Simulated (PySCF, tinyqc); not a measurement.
RHF in the sto-3g basis, for BeH+, spin multiplicity 1, step by step (part 1 of 2). The lowest restricted solution is unstable here: a spin-polarised one lies 0.0513 hartree lower (PySCF). Computed by tinyqc, a small Python program that keeps every step (integrals from PySCF). Settings: charge = 1, multiplicity = 1, basis = sto-3g, energy threshold = 1e-10, iteration cap = 80, orthogonalisation = symmetric, start = Wolfsberg-Helmholz matrix, DIIS depth = 0, shift = 0.5, method = RHF. Command: `OMP_NUM_THREADS=1 python tinyqc.py 28097 28098 out.jsonl` (the two numbers bound the seeds that draw the settings). One thread of a shared host (Intel(R) Xeon(R) Processor @ 2.60GHz), about 0.07 s of CPU time with the checks. Later iterations appear only in the table of the cycle.

## One-electron integrals

Geometry (angstrom):
```
atom        x        y        z
Be    0.00000  0.00000  0.00000
H     0.00000  0.00000  2.29500
```

Basis sto-3g: exponents (1/bohr^2) and contraction coefficients of normalised primitives:
```
element  l (shell)  exponent  coefficient
Be           s (1)  30.16787      0.15433
Be           s (1)   5.49512      0.53533
Be           s (1)   1.48719      0.44463
Be           s (2)   1.31483     -0.09997
Be           s (2)   0.30554      0.39951
Be           s (2)   0.09937      0.70012
Be           p (3)   1.31483      0.15592
Be           p (3)   0.30554      0.60768
Be           p (3)   0.09937      0.39196
H            s (1)   3.42525      0.15433
H            s (1)   0.62391      0.53533
H            s (1)   0.16886      0.44463
```

Overlap, kinetic and nuclear-attraction integrals over the contracted functions; the nuclear repulsion is the sum of Za Zb / Rab.

nuclear repulsion = 0.9223132 hartree

overlap S:
```
          1Be 1s   1Be 2s  1Be 2px  1Be 2py  1Be 2pz    2H 1s
1Be 1s   1.00000  0.25952  0.00000  0.00000  0.00000  0.00776
1Be 2s   0.25952  1.00000  0.00000  0.00000  0.00000  0.16156
1Be 2px  0.00000  0.00000  1.00000  0.00000  0.00000  0.00000
1Be 2py  0.00000  0.00000  0.00000  1.00000  0.00000  0.00000
1Be 2pz  0.00000  0.00000  0.00000  0.00000  1.00000  0.22849
2H 1s    0.00776  0.16156  0.00000  0.00000  0.22849  1.00000
```

kinetic energy T (hartree):
```
           1Be 1s    1Be 2s  1Be 2px  1Be 2py  1Be 2pz     2H 1s
1Be 1s    6.69397  -0.03301  0.00000  0.00000  0.00000  -0.00377
1Be 2s   -0.03301   0.21111  0.00000  0.00000  0.00000  -0.00352
1Be 2px   0.00000   0.00000  0.66059  0.00000  0.00000   0.00000
1Be 2py   0.00000   0.00000  0.00000  0.66059  0.00000   0.00000
1Be 2pz   0.00000   0.00000  0.00000  0.00000  0.66059   0.01614
2H 1s    -0.00377  -0.00352  0.00000  0.00000  0.01614   0.76003
```

nuclear attraction V (hartree):
```
            1Be 1s    1Be 2s   1Be 2px   1Be 2py   1Be 2pz     2H 1s
1Be 1s   -14.79167  -1.95908   0.00000   0.00000  -0.00614  -0.05699
1Be 2s    -1.95908  -2.54313   0.00000   0.00000  -0.06530  -0.32184
1Be 2px    0.00000   0.00000  -2.51144   0.00000   0.00000   0.00000
1Be 2py    0.00000   0.00000   0.00000  -2.51144   0.00000   0.00000
1Be 2pz   -0.00614  -0.06530   0.00000   0.00000  -2.55046  -0.44362
2H 1s     -0.05699  -0.32184   0.00000   0.00000  -0.44362  -2.14886
```

core Hamiltonian H = T + V (hartree):
```
           1Be 1s    1Be 2s   1Be 2px   1Be 2py   1Be 2pz     2H 1s
1Be 1s   -8.09770  -1.99210   0.00000   0.00000  -0.00614  -0.06077
1Be 2s   -1.99210  -2.33202   0.00000   0.00000  -0.06530  -0.32536
1Be 2px   0.00000   0.00000  -1.85085   0.00000   0.00000   0.00000
1Be 2py   0.00000   0.00000   0.00000  -1.85085   0.00000   0.00000
1Be 2pz  -0.00614  -0.06530   0.00000   0.00000  -1.88986  -0.42748
2H 1s    -0.06077  -0.32536   0.00000   0.00000  -0.42748  -1.38883
```

## Two-electron integrals

Functions are numbered as in S; the eight-fold symmetry (ij|kl) = (ji|kl) = (kl|ij) leaves the list below.

Two-electron integrals (ij|kl) in chemists' order, unique and non-zero (hartree):
```
(11|11) 2.29883   (21|11) 0.39204   (21|21) 0.07954   (22|11) 0.57099
(22|21) 0.14304   (22|22) 0.41768   (31|31) 0.01461   (32|31) 0.02189
(32|32) 0.09226   (33|11) 0.56958   (33|21) 0.14308   (33|22) 0.41759
(33|33) 0.44986   (41|41) 0.01461   (42|41) 0.02189   (42|42) 0.09226
(43|43) 0.02425   (44|11) 0.56958   (44|21) 0.14308   (44|22) 0.41759
(44|33) 0.40136   (44|44) 0.44986   (51|51) 0.01461   (52|51) 0.02189
(52|52) 0.09226   (53|53) 0.02425   (54|54) 0.02425   (55|11) 0.56958
(55|21) 0.14308   (55|22) 0.41759   (55|33) 0.40136   (55|44) 0.40136
(55|55) 0.44986   (61|11) 0.01136   (61|21) 0.00232   (61|22) 0.00425
(61|33) 0.00422   (61|44) 0.00422   (61|51) 0.00024   (61|52) 0.00046
(61|55) 0.00431   (61|61) 0.00007   (62|11) 0.05572   (62|21) 0.01431
(62|22) 0.04960   (62|33) 0.04749   (62|44) 0.04749   (62|51) 0.00177
(62|52) 0.01343   (62|55) 0.05377   (62|61) 0.00047   (62|62) 0.01220
(63|31) 0.00086   (63|32) 0.00487   (63|53) 0.00195   (63|63) 0.00071
(64|41) 0.00086   (64|42) 0.00487   (64|54) 0.00195   (64|64) 0.00071
(65|11) 0.07269   (65|21) 0.01879   (65|22) 0.06706   (65|33) 0.06349
(65|44) 0.06349   (65|51) 0.00272   (65|52) 0.02041   (65|55) 0.07413
(65|61) 0.00063   (65|62) 0.01802   (65|65) 0.02683   (66|11) 0.23055
(66|21) 0.05983   (66|22) 0.22855   (66|33) 0.21652   (66|44) 0.21652
(66|51) 0.00612   (66|52) 0.06317   (66|55) 0.25223   (66|61) 0.00195
(66|62) 0.08127   (66|65) 0.12443   (66|66) 0.77461
```

## Orthogonalisation

S = U s U^T; symmetric (Loewdin) form X = U s^(-1/2) U^T, so that X^T S X = 1.

eigenvalues of S: 0.66454  0.82134  1.00000  1.00000  1.17097  1.34316

X:
```
           1Be 1s    1Be 2s  1Be 2px  1Be 2py   1Be 2pz     2H 1s
1Be 1s    1.02693  -0.13747  0.00000  0.00000  -0.00263   0.01330
1Be 2s   -0.13747   1.03784  0.00000  0.00000   0.01531  -0.08804
1Be 2px   0.00000   0.00000  1.00000  0.00000   0.00000   0.00000
1Be 2py   0.00000   0.00000  0.00000  1.00000   0.00000   0.00000
1Be 2pz  -0.00263   0.01531  0.00000  0.00000   1.02079  -0.12028
2H 1s     0.01330  -0.08804  0.00000  0.00000  -0.12028   1.03152
```

## Starting guess

The start is the generalised Wolfsberg-Helmholz matrix (K = 1.75) built on H; D = 2 C_occ C_occ^T.

D at the start:
```
           1Be 1s   1Be 2s  1Be 2px  1Be 2py   1Be 2pz     2H 1s
1Be 1s    1.96963  0.02485  0.00000  0.00000  -0.15479  -0.08445
1Be 2s    0.02485  0.21408  0.00000  0.00000   0.50231   0.23645
1Be 2px   0.00000  0.00000  0.00000  0.00000   0.00000   0.00000
1Be 2py   0.00000  0.00000  0.00000  0.00000   0.00000   0.00000
1Be 2pz  -0.15479  0.50231  0.00000  0.00000   1.20172   0.56692
2H 1s    -0.08445  0.23645  0.00000  0.00000   0.56692   0.26752
```

## Iteration 1: building the Fock matrix

J_ij = sum D_kl (ij|kl), K_ij = sum D_kl (ik|jl); F = H + J - 0.5 K; E = tr D H + tr D J / 2 - 0.25 tr D K + E_nn.

Coulomb J (hartree):
```
          1Be 1s   1Be 2s  1Be 2px  1Be 2py  1Be 2pz    2H 1s
1Be 1s   5.52256  1.02237  0.00000  0.00000  0.02298  0.03042
1Be 2s   1.02237  1.88290  0.00000  0.00000  0.13222  0.24650
1Be 2px  0.00000  0.00000  1.85234  0.00000  0.00000  0.00000
1Be 2py  0.00000  0.00000  0.00000  1.85234  0.00000  0.00000
1Be 2pz  0.02298  0.13222  0.00000  0.00000  1.93519  0.33932
2H 1s    0.03042  0.24650  0.00000  0.00000  0.33932  1.25710
```

exchange K (hartree):
```
           1Be 1s   1Be 2s  1Be 2px  1Be 2py   1Be 2pz    2H 1s
1Be 1s    4.58137  0.84613  0.00000  0.00000  -0.00502  0.02831
1Be 2s    0.84613  0.40359  0.00000  0.00000   0.29474  0.19722
1Be 2px   0.00000  0.00000  0.08331  0.00000   0.00000  0.00000
1Be 2py   0.00000  0.00000  0.00000  0.08331   0.00000  0.00000
1Be 2pz  -0.00502  0.29474  0.00000  0.00000   0.69063  0.33878
2H 1s     0.02831  0.19722  0.00000  0.00000   0.33878  0.43933
```

Fock matrix F (hartree):
```
           1Be 1s    1Be 2s   1Be 2px   1Be 2py   1Be 2pz     2H 1s
1Be 1s   -4.86582  -1.39280   0.00000   0.00000   0.01935  -0.04450
1Be 2s   -1.39280  -0.65091   0.00000   0.00000  -0.08044  -0.17747
1Be 2px   0.00000   0.00000  -0.04016   0.00000   0.00000   0.00000
1Be 2py   0.00000   0.00000   0.00000  -0.04016   0.00000   0.00000
1Be 2pz   0.01935  -0.08044   0.00000   0.00000  -0.29999  -0.25755
2H 1s    -0.04450  -0.17747   0.00000   0.00000  -0.25755  -0.35140
```

total energy of this density = -14.3699070 hartree

## Iteration 1: diagonalisation and new density

A level shift of 0.5 hartree raises the virtual space: F + shift (S - S D(s) S), with D(s) the density of one spin (D/2). Diagonalise F' = X^T F X, C = X C', fill 2 alpha and 2 beta electrons from the bottom; D = 2 C_occ C_occ^T. Each column has its largest component positive (the first on a tie).

F' = X^T F X (hartree):
```
          1         2        3        4         5         6
1  -4.73774  -0.80657  0.00000  0.00000   0.04725   0.04011
2  -0.80657   0.06033  0.00000  0.00000  -0.19150  -0.19595
3   0.00000   0.00000  0.45984  0.00000   0.00000   0.00000
4   0.00000   0.00000  0.00000  0.45984   0.00000   0.00000
5   0.04725  -0.19150  0.00000  0.00000  -0.08501  -0.38470
6   0.04011  -0.19595  0.00000  0.00000  -0.38470   0.09792
```

orbital energies (hartree): MO1 -4.86977, MO2 -0.50077, MO3 0.29424, MO4 0.41180, MO5 0.45984, MO6 0.45984

coefficients C:
```
              MO1       MO2       MO3       MO4       MO5      MO6
1Be 1s    0.99130  -0.10295  -0.26756   0.09386   0.00000  0.00000
1Be 2s    0.03179   0.34989   0.92089  -0.36404   0.00000  0.00000
1Be 2px   0.00000   0.00000   0.00000   0.00000   0.76962  0.63851
1Be 2py   0.00000   0.00000   0.00000   0.00000  -0.63851  0.76962
1Be 2pz  -0.00342   0.66914  -0.45782  -0.63195   0.00000  0.00000
2H 1s    -0.00259   0.48525  -0.02153   0.92223   0.00000  0.00000
```

D after iteration 1:
```
           1Be 1s    1Be 2s  1Be 2px  1Be 2py   1Be 2pz     2H 1s
1Be 1s    1.98655  -0.00901  0.00000  0.00000  -0.14455  -0.10504
1Be 2s   -0.00901   0.24687  0.00000  0.00000   0.46803   0.33940
1Be 2px   0.00000   0.00000  0.00000  0.00000   0.00000   0.00000
1Be 2py   0.00000   0.00000  0.00000  0.00000   0.00000   0.00000
1Be 2pz  -0.14455   0.46803  0.00000  0.00000   0.89551   0.64941
2H 1s    -0.10504   0.33940  0.00000  0.00000   0.64941   0.47094
```

Within a degenerate level the vectors are fixed only up to a rotation; this is one choice.

## Iteration 2: building the Fock matrix

As before.

Coulomb J (hartree):
```
          1Be 1s   1Be 2s  1Be 2px  1Be 2py  1Be 2pz    2H 1s
1Be 1s   5.44913  1.00261  0.00000  0.00000  0.02383  0.02984
1Be 2s   1.00261  1.83630  0.00000  0.00000  0.14531  0.25275
1Be 2px  0.00000  0.00000  1.80721  0.00000  0.00000  0.00000
1Be 2py  0.00000  0.00000  0.00000  1.80721  0.00000  0.00000
1Be 2pz  0.02383  0.14531  0.00000  0.00000  1.88551  0.35086
2H 1s    0.02984  0.25275  0.00000  0.00000  0.35086  1.37776
```

exchange K (hartree):
```
           1Be 1s   1Be 2s  1Be 2px  1Be 2py   1Be 2pz    2H 1s
1Be 1s    4.59193  0.82973  0.00000  0.00000  -0.00350  0.02863
1Be 2s    0.82973  0.39502  0.00000  0.00000   0.29659  0.23622
1Be 2px   0.00000  0.00000  0.07910  0.00000   0.00000  0.00000
1Be 2py   0.00000  0.00000  0.00000  0.07910   0.00000  0.00000
1Be 2pz  -0.00350  0.29659  0.00000  0.00000   0.57644  0.37053
2H 1s     0.02863  0.23622  0.00000  0.00000   0.37053  0.62502
```

Fock matrix F (hartree):
```
           1Be 1s    1Be 2s   1Be 2px   1Be 2py   1Be 2pz     2H 1s
1Be 1s   -4.94453  -1.40435   0.00000   0.00000   0.01944  -0.04524
1Be 2s   -1.40435  -0.69323   0.00000   0.00000  -0.06829  -0.19072
1Be 2px   0.00000   0.00000  -0.08319   0.00000   0.00000   0.00000
1Be 2py   0.00000   0.00000   0.00000  -0.08319   0.00000   0.00000
1Be 2pz   0.01944  -0.06829   0.00000   0.00000  -0.29257  -0.26189
2H 1s    -0.04524  -0.19072   0.00000   0.00000  -0.26189  -0.32358
```

total energy of this density = -14.4315857 hartree

## Iteration 2: diagonalisation and new density

As before.

F' = X^T F X (hartree):
```
          1         2        3        4         5         6
1  -4.82035  -0.79530  0.00000  0.00000   0.04432   0.04353
2  -0.79530   0.00923  0.00000  0.00000  -0.17406  -0.23921
3   0.00000   0.00000  0.41681  0.00000   0.00000   0.00000
4   0.00000   0.00000  0.00000  0.41681   0.00000   0.00000
5   0.04432  -0.17406  0.00000  0.00000  -0.00532  -0.41210
6   0.04353  -0.23921  0.00000  0.00000  -0.41210   0.07341
```

orbital energies (hartree): MO1 -4.94800, MO2 -0.51496, MO3 0.25603, MO4 0.41681, MO5 0.41681, MO6 0.46390

coefficients C:
```
              MO1       MO2       MO3       MO4      MO5       MO6
1Be 1s    0.99223  -0.11413  -0.26172   0.00000  0.00000   0.08737
1Be 2s    0.02854   0.38908   0.91240   0.00000  0.00000  -0.34545
1Be 2px   0.00000   0.00000   0.00000  -0.10629  0.99433   0.00000
1Be 2py   0.00000   0.00000   0.00000   0.99433  0.10629   0.00000
1Be 2pz  -0.00348   0.59984  -0.47028   0.00000  0.00000  -0.68974
2H 1s    -0.00173   0.53476  -0.09484   0.00000  0.00000   0.88965
```

D after iteration 2:
```
           1Be 1s    1Be 2s  1Be 2px  1Be 2py   1Be 2pz     2H 1s
1Be 1s    1.99508  -0.03218  0.00000  0.00000  -0.14383  -0.12550
1Be 2s   -0.03218   0.30439  0.00000  0.00000   0.46657   0.41602
1Be 2px   0.00000   0.00000  0.00000  0.00000   0.00000   0.00000
1Be 2py   0.00000   0.00000  0.00000  0.00000   0.00000   0.00000
1Be 2pz  -0.14383   0.46657  0.00000  0.00000   0.71964   0.64155
2H 1s    -0.12550   0.41602  0.00000  0.00000   0.64155   0.57194
```

Within a degenerate level the vectors are fixed only up to a rotation; this is one choice.

## Iteration 3: building the Fock matrix

As before.

Coulomb J (hartree):
```
          1Be 1s   1Be 2s  1Be 2px  1Be 2py  1Be 2pz    2H 1s
1Be 1s   5.41346  0.99318  0.00000  0.00000  0.02462  0.02957
1Be 2s   0.99318  1.81458  0.00000  0.00000  0.15317  0.25570
1Be 2px  0.00000  0.00000  1.78684  0.00000  0.00000  0.00000
1Be 2py  0.00000  0.00000  0.00000  1.78684  0.00000  0.00000
1Be 2pz  0.02462  0.15317  0.00000  0.00000  1.86102  0.35625
2H 1s    0.02957  0.25570  0.00000  0.00000  0.35625  1.43422
```

exchange K (hartree):
```
           1Be 1s   1Be 2s  1Be 2px  1Be 2py   1Be 2pz    2H 1s
1Be 1s    4.59527  0.82264  0.00000  0.00000  -0.00333  0.02780
1Be 2s    0.82264  0.40490  0.00000  0.00000   0.30295  0.25975
1Be 2px   0.00000  0.00000  0.08001  0.00000   0.00000  0.00000
1Be 2py   0.00000  0.00000  0.00000  0.08001   0.00000  0.00000
1Be 2pz  -0.00333  0.30295  0.00000  0.00000   0.50630  0.37457
2H 1s     0.02780  0.25975  0.00000  0.00000   0.37457  0.70959
```

Fock matrix F (hartree):
```
           1Be 1s    1Be 2s   1Be 2px   1Be 2py   1Be 2pz     2H 1s
1Be 1s   -4.98187  -1.41023   0.00000   0.00000   0.02015  -0.04509
1Be 2s   -1.41023  -0.71989   0.00000   0.00000  -0.06361  -0.19954
1Be 2px   0.00000   0.00000  -0.10401   0.00000   0.00000   0.00000
1Be 2py   0.00000   0.00000   0.00000  -0.10401   0.00000   0.00000
1Be 2pz   0.02015  -0.06361   0.00000   0.00000  -0.28200  -0.25851
2H 1s    -0.04509  -0.19954   0.00000   0.00000  -0.25851  -0.30941
```

total energy of this density = -14.4545371 hartree

## Iteration 3: diagonalisation and new density

As before.

F' = X^T F X (hartree):
```
          1         2        3        4         5         6
1  -4.85937  -0.78901  0.00000  0.00000   0.04447   0.04771
2  -0.78901  -0.03238  0.00000  0.00000  -0.17047  -0.26953
3   0.00000   0.00000  0.39599  0.00000   0.00000   0.00000
4   0.00000   0.00000  0.00000  0.39599   0.00000   0.00000
5   0.04447  -0.17047  0.00000  0.00000   0.04875  -0.40811
6   0.04771  -0.26953  0.00000  0.00000  -0.40811   0.06239
```

orbital energies (hartree): MO1 -4.98514, MO2 -0.51822, MO3 0.23966, MO4 0.39599, MO5 0.39599, MO6 0.48307

coefficients C:
```
              MO1       MO2       MO3       MO4      MO5       MO6
1Be 1s    0.99256  -0.12770  -0.25425   0.00000  0.00000   0.08691
1Be 2s    0.02737   0.43714   0.89058   0.00000  0.00000  -0.34501
1Be 2px   0.00000   0.00000   0.00000  -0.66369  0.74801   0.00000
1Be 2py   0.00000   0.00000   0.00000   0.74801  0.66369   0.00000
1Be 2pz  -0.00362   0.54981  -0.49782   0.00000  0.00000  -0.71176
2H 1s    -0.00154   0.55134  -0.14096   0.00000  0.00000   0.87326
```

D after iteration 3:
```
           1Be 1s    1Be 2s  1Be 2px  1Be 2py   1Be 2pz     2H 1s
1Be 1s    2.00295  -0.05730  0.00000  0.00000  -0.14761  -0.14388
1Be 2s   -0.05730   0.38368  0.00000  0.00000   0.48049   0.48194
1Be 2px   0.00000   0.00000  0.00000  0.00000   0.00000   0.00000
1Be 2py   0.00000   0.00000  0.00000  0.00000   0.00000   0.00000
1Be 2pz  -0.14761   0.48049  0.00000  0.00000   0.60460   0.60628
2H 1s    -0.14388   0.48194  0.00000  0.00000   0.60628   0.60796
```

Within a degenerate level the vectors are fixed only up to a rotation; this is one choice.

## Iteration 43 (converged): orbitals

converged F (hartree):
```
           1Be 1s    1Be 2s   1Be 2px   1Be 2py   1Be 2pz     2H 1s
1Be 1s   -4.94591  -1.38895   0.00000   0.00000   0.01304  -0.04120
1Be 2s   -1.38895  -0.82597   0.00000   0.00000  -0.06307  -0.23646
1Be 2px   0.00000   0.00000  -0.10045   0.00000   0.00000   0.00000
1Be 2py   0.00000   0.00000   0.00000  -0.10045   0.00000   0.00000
1Be 2pz   0.01304  -0.06307   0.00000   0.00000  -0.15361  -0.20306
2H 1s    -0.04120  -0.23646   0.00000   0.00000  -0.20306  -0.35390
```

Diagonalise F' = X^T F X, C = X C', fill 2 alpha and 2 beta electrons from the bottom; D = 2 C_occ C_occ^T. Each column has its largest component positive (the first on a tie).

F' = X^T F X (hartree):
```
          1         2         3         4         5         6
1  -4.83976  -0.69196   0.00000   0.00000   0.01458   0.03403
2  -0.69196  -0.54888   0.00000   0.00000  -0.03524  -0.16532
3   0.00000   0.00000  -0.10045   0.00000   0.00000   0.00000
4   0.00000   0.00000   0.00000  -0.10045   0.00000   0.00000
5   0.01458  -0.03524   0.00000   0.00000  -0.11663  -0.15340
6   0.03403  -0.16532   0.00000   0.00000  -0.15340  -0.29199
```

orbital energies (hartree): MO1 -4.94862, MO2 -0.58054, MO3 -0.24847, MO4 -0.10045, MO5 -0.10045, MO6 -0.01963

coefficients C:
```
              MO1       MO2       MO3      MO4       MO5       MO6
1Be 1s    0.99310  -0.21865  -0.19176  0.00000   0.00000  -0.05323
1Be 2s    0.02548   0.75799   0.69366  0.00000   0.00000   0.21827
1Be 2px   0.00000   0.00000   0.00000  0.47802   0.87835   0.00000
1Be 2py   0.00000   0.00000   0.00000  0.87835  -0.47802   0.00000
1Be 2pz  -0.00195   0.20187  -0.44403  0.00000   0.00000   0.90487
2H 1s    -0.00213   0.50451  -0.60411  0.00000   0.00000  -0.68334
```

D after iteration 43:
```
           1Be 1s    1Be 2s  1Be 2px  1Be 2py   1Be 2pz     2H 1s
1Be 1s    2.06813  -0.28086  0.00000  0.00000  -0.09216  -0.22485
1Be 2s   -0.28086   1.15039  0.00000  0.00000   0.30593   0.76471
1Be 2px   0.00000   0.00000  0.00000  0.00000   0.00000   0.00000
1Be 2py   0.00000   0.00000  0.00000  0.00000   0.00000   0.00000
1Be 2pz  -0.09216   0.30593  0.00000  0.00000   0.08151   0.20370
2H 1s    -0.22485   0.76471  0.00000  0.00000   0.20370   0.50906
```

Within a degenerate level the vectors are fixed only up to a rotation; this is one choice.
